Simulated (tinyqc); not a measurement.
LDA (VWN5) atom on a uniform radial grid, spin-unpolarised, for C(2+), step by step. Computed by tinyqc, a small Python program that keeps every step. Settings: Z = 6, points = 192, R = 9.1, functional = lda,vwn, mixing = 1.0, iteration cap = 70. Command: `OMP_NUM_THREADS=1 python tinyqc.py 28788 28789 out.jsonl` (the two numbers bound the seeds that draw the settings). One thread of a shared host (Intel(R) Xeon(R) Processor @ 2.60GHz), about 0.1 s of CPU time with the checks. Later iterations appear only in the table of the cycle.

## Iteration 1

Spherical atom on a uniform radial grid r_j = j h with h = R/(N + 1), h sum u^2 = 1 and integrals as h times sums, u(0) = u(R) = 0 (atomic units):
```
parameter,value
Z,6
points N,192
R,9.100000
h,0.047150
mixing,1.000000
electrons in 1s,2
electrons in 2s,2
```

Three-point differences turn -u''/2 + [l(l+1)/2r^2 - Z/r + V] u = e u into a tridiagonal matrix (diagonal 1/h^2 + potential, off-diagonal -1/2h^2). D = sum f u^2; the Hartree potential y/r solves y'' = -D/r with y(0) = 0, y(R) = N_e; v_xc comes from rho = D/(4 pi r^2); E = sum f e - int D V + int D (V_H/2 + eps_xc); V(new) = V + mixing (V_H + v_xc - V).

eigenvalues (hartree): 1s -17.653579, 2s -4.477713

Every 12th grid point:
```
r,V in,u(1s),u(2s),D,V_H,v_xc
0.565803,0.000000,0.571744,-0.740852,1.751505,5.702639,-0.819176
1.131606,0.000000,0.040075,-0.946764,1.795936,3.420245,-0.535798
1.697409,0.000000,0.002107,-0.447747,0.400963,2.348931,-0.264067
2.263212,0.000000,0.000098,-0.155680,0.048473,1.766970,-0.117784
2.829016,0.000000,4.31e-06,-0.046370,0.004300,1.413897,-0.049994
3.394819,0.000000,1.81e-07,-0.012576,0.000316,1.178265,-0.020286
3.960622,0.000000,7.42e-09,-0.003202,0.000021,1.009942,-0.007867
4.526425,0.000000,2.97e-10,-0.000779,1.21e-06,0.883700,-0.002935
5.092228,0.000000,1.17e-11,-0.000183,6.72e-08,0.785511,-0.001063
5.658031,0.000000,0,-0.000042,3.52e-09,0.706960,-0.000377
6.223834,0.000000,0,-0.000009,1.77e-10,0.642691,-0.000132
6.789637,0.000000,0,-2.07e-06,0,0.589133,-0.000046
7.355440,0.000000,0,-4.50e-07,0,0.543815,0.000000
7.921244,0.000000,0,-9.62e-08,0,0.504971,0.000000
8.487047,0.000000,0,-1.97e-08,0,0.471306,0.000000
9.052850,0.000000,0,-9.84e-10,0,0.441850,0.000000
```

total energy = -34.55165169 hartree

## Iteration 2

As before.

eigenvalues (hartree): 1s -10.105893, 2s -1.264507

Every 12th grid point:
```
r,V in,u(1s),u(2s),D,V_H,v_xc
0.565803,4.883463,0.689150,-0.359806,1.208777,5.110954,-0.729283
1.131606,2.884447,0.082938,-0.866071,1.513915,3.172718,-0.508208
1.697409,2.084864,0.008165,-0.719414,1.035245,2.288082,-0.352414
2.263212,1.649186,0.000745,-0.454067,0.412356,1.754919,-0.223793
2.829016,1.363904,0.000065,-0.252817,0.127833,1.411696,-0.137718
3.394819,1.157979,0.000006,-0.131349,0.034505,1.177875,-0.083557
3.960622,1.002075,4.73e-07,-0.065367,0.008546,1.009874,-0.050201
4.526425,0.880765,3.96e-08,-0.031591,0.001996,0.883688,-0.029865
5.092228,0.784448,3.29e-09,-0.014945,0.000447,0.785509,-0.017578
5.658031,0.706582,2.72e-10,-0.006954,0.000097,0.706959,-0.010235
6.223834,0.642559,2.24e-11,-0.003193,0.000020,0.642691,-0.005900
6.789637,0.589087,0,-0.001449,4.20e-06,0.589133,-0.003370
7.355440,0.543815,0,-0.000649,8.43e-07,0.543815,-0.001905
7.921244,0.504971,0,-0.000282,1.59e-07,0.504971,-0.001056
8.487047,0.471306,0,-0.000107,2.31e-08,0.471306,-0.000536
9.052850,0.441850,0,-0.000007,1.06e-10,0.441850,-0.000087
```

total energy = -35.41443186 hartree

## Iteration 3

As before.

eigenvalues (hartree): 1s -11.084848, 2s -1.498561

Every 12th grid point:
```
r,V in,u(1s),u(2s),D,V_H,v_xc
0.565803,4.381671,0.665502,-0.414879,1.230033,5.200273,-0.733271
1.131606,2.664510,0.072372,-0.896519,1.617968,3.219051,-0.518765
1.697409,1.935669,0.006395,-0.695070,0.966327,2.303502,-0.345074
2.263212,1.531126,0.000522,-0.410121,0.336399,1.758946,-0.210470
2.829016,1.273978,0.000041,-0.212670,0.090457,1.412621,-0.124197
3.394819,1.094318,3.13e-06,-0.102342,0.020948,1.178071,-0.071994
3.960622,0.959673,2.36e-07,-0.046948,0.004408,1.009914,-0.041143
4.526425,0.853823,1.75e-08,-0.020845,0.000869,0.883695,-0.023180
5.092228,0.767930,1.29e-09,-0.009041,0.000163,0.785510,-0.012876
5.658031,0.696724,9.47e-11,-0.003853,0.000030,0.706960,-0.007060
6.223834,0.636791,0,-0.001620,0.000005,0.642691,-0.003827
6.789637,0.585763,0,-0.000674,9.08e-07,0.589133,-0.002056
7.355440,0.541910,0,-0.000277,1.53e-07,0.543815,-0.001095
7.921244,0.503915,0,-0.000111,2.47e-08,0.504971,-0.000574
8.487047,0.470770,0,-0.000040,3.16e-09,0.471306,-0.000279
9.052850,0.441763,0,-2.62e-06,1.38e-11,0.441850,-0.000044
```

total energy = -35.43446410 hartree

## Convergence

Stop when input and output potentials agree to 1e-7.

Course of the cycle (hartree):
```
iteration,E,e(1s),e(2s),largest |V(out) - V(in)|
1,-34.55165169,-17.653579,-4.477713,1.01e+01
2,-35.41443186,-10.105893,-1.264507,1.59e+00
3,-35.43446410,-11.084848,-1.498561,2.63e-01
4,-35.43500875,-10.925453,-1.460100,4.33e-02
5,-35.43502331,-10.951516,-1.466298,7.09e-03
6,-35.43502370,-10.947251,-1.465285,1.16e-03
7,-35.43502371,-10.947949,-1.465450,1.90e-04
8,-35.43502371,-10.947834,-1.465423,3.11e-05
9,-35.43502371,-10.947853,-1.465428,5.09e-06
10,-35.43502371,-10.947850,-1.465427,8.34e-07
11,-35.43502371,-10.947850,-1.465427,1.36e-07
12,-35.43502371,-10.947850,-1.465427,2.23e-08
```

Converged in 12 iterations. A uniform grid resolves the cusp poorly: for a bare nucleus this grid gives 1s at -17.65358 against -Z^2/2 = -18 hartree. Before convergence this energy mixes input and output and is not variational, so it may rise towards its limit.
